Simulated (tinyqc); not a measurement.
# Germanium share from the critical thickness

Problem. Critical thickness (Matthews-Blakeslee, 60-degree dislocations): h = bv (1 - nu/4)[ln(h/bv) + 1]/(4 pi e_par (1 + nu)), nu = c12/(c11 + c12). e_par = b1 x. Find e_par and x.

Inputs (values chosen for the exercise):
```
symbol   value  unit                      meaning
b1      0.0418        lattice mismatch per unit x
c11        167   GPa             elastic constant
c12       63.9   GPa             elastic constant
bv       0.384    nm               Burgers vector
```

critical thickness = 52.582033 nm

Answer. For given h the relation is explicit in the strain.

e_par = 0.2508 %
x = 0.06000

tinyqc, about 0.01 s, one thread, Intel Xeon 2.30GHz (shared host): `OMP_NUM_THREADS=1 python tinyqc.py 2530140 2530141 out.jsonl`
